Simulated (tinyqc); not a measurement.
Comparisons within one model: model-solid line-up of a strained alloy layer on a substrate. A value that a table varies takes the place of the one given here.

All values of the alloy are linear in x but the gap, Eg(x) = (1 - x) Eg_A + x Eg_B - C x (1 - x), and the valence edge, Ev(x) = (1 - x) Ev_A + x Ev_B + fv C x (1 - x); Ec = Ev + Eg. Ev is the top of the unstrained valence band on a scale common to all materials. In the layer only the Gamma valley of the conduction band is followed, also where an X or L valley would lie lower.

Coherent growth on a (110) face: e_par = (a_s - a)/a, e_perp = -(C11 + 3 C12 - 2 C44)/(C11 + C12 + 2 C44) e_par; exx = eyy = (e_par + e_perp)/2, ezz = e_par, exy = (e_perp - e_par)/2, eyz = ezx = 0.

Strained edges: Ec + ac tr(e); the valence edges are Ev plus the levels of the 6 x 6 matrix of X, Y, Z times spin with -Dso/3 + l exx + m (eyy + ezz) on the diagonal (cyclic), n exy off it, l = av + 2 b, m = av - b, n = sqrt(3) d. Spin-orbit term (Dso/3) L.sigma on X, Y, Z with (L_k)_ij = -i epsilon_kij: <X+|H|Y+> = -i Dso/3, <X+|H|Z-> = Dso/3, <Y+|H|Z-> = -i Dso/3, <Z+|H|X-> = -Dso/3, <Z+|H|Y-> = i Dso/3, <X-|H|Y-> = i Dso/3, and their conjugates; + and - are the spin along z.

dEc = Ec(substrate) - Ec(layer), dEv = Ev(layer) - Ev(substrate); positive values confine the carrier in the layer. Type I: both of one sign; type II: opposite signs; type III: the gaps do not overlap.

Coherent growth: e_par = (a_s - a)/a. (001): e_perp = -2 (C12/C11) e_par; exx = eyy = e_par, ezz = e_perp, no shear. (111): e_perp = -(2 C11 + 4 C12 - 4 C44)/(C11 + 2 C12 + 4 C44) e_par; exx = eyy = ezz = (2 e_par + e_perp)/3 and exy = eyz = ezx = (e_perp - e_par)/3. (110): e_perp = -(C11 + 3 C12 - 2 C44)/(C11 + C12 + 2 C44) e_par; exx = eyy = (e_par + e_perp)/2, ezz = e_par, exy = (e_perp - e_par)/2, eyz = ezx = 0.

Values chosen for the exercise (A near AlAs, B near InAs, substrate near InP; the results hold for these values, not for the real material): a = (5.663, 6.054) angstrom (lattice constant of A, B); Eg = (3.071, 0.415) eV (gap at Gamma to the s-like level of A, B); Dso = (0.281, 0.394) eV (spin-orbit splitting of A, B); Ev = (-1.35, -0.59) eV (top of the unstrained valence band of A, B); ac = (-5.61, -5.09) eV (conduction deformation potential of A, B); av = (2.5, 1) eV (valence hydrostatic potential of A, B); b = (-2.28, -1.77) eV (tetragonal shear potential of A, B); d = (-3.42, -3.56) eV (trigonal shear potential of A, B); C11 = (124, 84.5) GPa (of A, B); C12 = (53.4, 45.9) GPa (of A, B); C44 = (54.2, 39.1) GPa (of A, B); C = 0.595 eV (bowing of the gap); fv = 0 (share of the bowing taken by the valence edge); a_s = 5.865 angstrom (substrate); Eg_s = 1.425 eV (lowest gap of the substrate); Ev_s = -0.94 eV (substrate valence edge); face = 110 (growth face); x = 0.24 (fraction of B).

## Composition against offsets

Each composition is strained to the same substrate.

Results:

| x | e_par (%) | relaxed gap (eV) | strained gap (eV) | valence splitting (meV) | dEc (eV) | dEv (eV) | type |
|---|---|---|---|---|---|---|---|
| 0.08 | 3.00 | 2.815 | 2.341 | 244 | -0.810 | -0.106 | I |
| 0.21 | 2.09 | 2.415 | 2.101 | 162 | -0.582 | -0.095 | I |
| 0.34 | 1.19 | 2.034 | 1.866 | 88 | -0.370 | -0.071 | I |
| 0.47 | 0.31 | 1.674 | 1.633 | 21 | -0.174 | -0.034 | I |
| 0.59 | -0.49 | 1.360 | 1.389 | 31 | -0.008 | 0.044 | II |
| 0.72 | -1.34 | 1.039 | 1.113 | 77 | 0.156 | 0.156 | I |
| 0.85 | -2.17 | 0.738 | 0.849 | 114 | 0.303 | 0.274 | I |
| 0.98 | -3.00 | 0.456 | 0.596 | 144 | 0.433 | 0.395 | I |

What does this show, and why?

The alloy matches the substrate at x = 0.517, where the top valence edge changes its character and the splitting passes through zero. The strained gap runs from 2.341 to 0.596 eV, against 2.815 to 0.456 eV for the relaxed alloy: strain takes back part of the change that the composition makes. Strains above 2 % can be kept only in layers of a few nanometres. The type changes: I to II between x = 0.47 and 0.59, II to I between x = 0.59 and 0.72. Offsets below about 50 meV are within the spread of parameter sets, so those rows do not settle the type. Where the alloy is indirect its X or L edge, left out, lies lower and sets the real gap and dEc.

## The same layer on three faces

Composition and substrate are kept.

Results:

| face | e_perp (%) | tr(e) (%) | shift of Ec (meV) | shift of Ev (meV) | valence splitting (meV) | gap (eV) |
|---|---|---|---|---|---|---|
| (001) | -1.693 | 2.065 | -113.2 | 149.9 | 182.8 | 2.0618 |
| (111) | -1.043 | 2.715 | -148.9 | 134.0 | 134.2 | 2.0421 |
| (110) | -1.182 | 2.575 | -141.3 | 137.3 | 144.4 | 2.0465 |

What can be read from the table?

The layer yields most along the normal on (001) and least on (111), so the volume change, and with it the shift of Ec, is largest on (111). The valence splitting, set by b on (001), by d on (111) and by both on (110), is largest on (001). The gaps span 20 meV, from (111) to (001).

## What each parameter does

Strained gap, valence splitting and offsets. Each row changes one parameter from the base and keeps the others.

Results:

| case | gap (eV) | splitting (meV) | dEc (eV) | dEv (eV) |
|---|---|---|---|---|
| base | 2.0465 | 144.4 | -0.5312 | -0.0903 |
| x = 0.22 | 2.0829 | 156.3 | -0.5647 | -0.0932 |
| a_s = 5.845 angstrom | 2.1003 | 115.4 | -0.5573 | -0.1181 |
| C = 0.695 eV | 2.0282 | 144.4 | -0.5129 | -0.0903 |
| fv = 0.2 | 2.0465 | 144.4 | -0.5529 | -0.0686 |
| Ev_s = -0.89 eV | 2.0465 | 144.4 | -0.4812 | -0.1403 |
| Dso = (0.323, 0.453) eV | 2.0485 | 142.4 | -0.5312 | -0.0923 |
| d = (-3.933, -4.094) eV | 2.0356 | 162.1 | -0.5312 | -0.0795 |
| b = (-2.622, -2.035) eV | 2.0425 | 150.6 | -0.5312 | -0.0863 |

What can be read from the table?

The largest shifts from the base row, up to three for each result and ties (the steps differ in size, so this ranks the rows, not the parameters). gap (eV): a_s +0.0539, x +0.0364, C -0.0182; unchanged at the printed digits by fv and Ev_s. splitting (meV): a_s -29.1, d +17.7, x +11.9; unchanged at the printed digits by C, fv and Ev_s. dEc (eV): Ev_s +0.0500, x -0.0335, a_s -0.0261; unchanged at the printed digits by Dso, d and b. dEv (eV): Ev_s -0.0500, a_s -0.0278, fv +0.0217; unchanged at the printed digits by C.

tinyqc: `OMP_NUM_THREADS=1 python tinyqc.py 1051433 1051434 out.jsonl`; about 0.01 s, one thread, shared Intel(R) Xeon(R) Processor @ 2.30GHz.
